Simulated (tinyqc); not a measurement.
Inside a calculation. Method: coherent transport through a tight-binding region between two chains. One step of it, computed by the program tinyqc.

Problem. Transmission at E = -0.57 eV. Surface Green function g = (E - i sqrt(4 t^2 - E^2)) / (2 t^2); self-energy tc^2 g on each contact site; G = (E - H - Sigma)^(-1); Gamma = -2 Im Sigma; T = Gamma_L Gamma_R |G_LR|^2; local density of states -Im G_ii / pi.

H of the central region (eV), lower triangle:
```
           1          2          3          4         5
1   0.000000
2  -1.450000   1.020000
3   0.000000  -1.260000   1.020000
4   0.000000   0.000000  -1.070000   1.020000
5   0.000000   0.000000   0.000000  -2.430000  0.000000
```

Leads: semi-infinite chains with site energy 0:

| parameter | value |
|---|---|
| lead hopping t (eV) | 1.390000 |
| coupling to the left lead (eV) | 1.180000 |
| coupling to the right lead (eV) | 0.480000 |
| left contact site | 1 |
| right contact site | 5 |

E = -0.570000 eV

Give: g; G; local density of states; transmission.

Solution.

g = -0.148-0.704i 1/eV

G (1/eV), lower triangle:
```
               1             2              3             4
1   0.309-0.120i
2   0.686-0.239i  0.011-0.524i
3   0.510-0.164i  0.018-0.386i  -0.565-0.299i
4  -0.050+0.039i  0.013+0.044i   0.075+0.011i  0.095-0.036i
5  -0.257+0.097i  0.001+0.199i   0.298+0.138i  0.441-0.028i

              5
5  0.157-0.079i
```

local density of states (1/eV): 0.038  0.167  0.095  0.011  0.025

transmission = 0.048
